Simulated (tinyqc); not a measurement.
Worked calculation: Hubbard ring of 3 sites. One step of it, computed by the program tinyqc.

Task: The many-body Hamiltonian. Basis: all placements (u, d, 2, 0 on each site), up operators ordered before down ones; hops carry the sign of the same-spin electrons passed.

one-body matrix (hopping and site energies) (eV), lower triangle:
```
           1          2          3
1  -0.690000
2  -1.660000   0.540000
3  -1.660000  -1.660000  -0.960000
```

U = 0.700000 eV

electrons, up and down: 2  1

Give: H.

Result:

H (eV), lower triangle:
```
         2u0      u20      uud      20u      udu      u02      duu      02u
2u0  -0.1400
u20  -1.6600   1.0900
uud  -1.6600  -1.6600  -1.1100
20u  -1.6600   0.0000   0.0000  -1.6400
udu   0.0000  -1.6600   0.0000  -1.6600  -1.1100
u02   0.0000   0.0000  -1.6600  -1.6600  -1.6600  -1.9100
duu   1.6600   0.0000   0.0000  -1.6600   0.0000   0.0000  -1.1100
02u   0.0000   1.6600   0.0000   0.0000  -1.6600   0.0000  -1.6600   0.8200
0u2   0.0000   0.0000   1.6600   0.0000   0.0000  -1.6600  -1.6600  -1.6600

         0u2
0u2  -0.6800
```
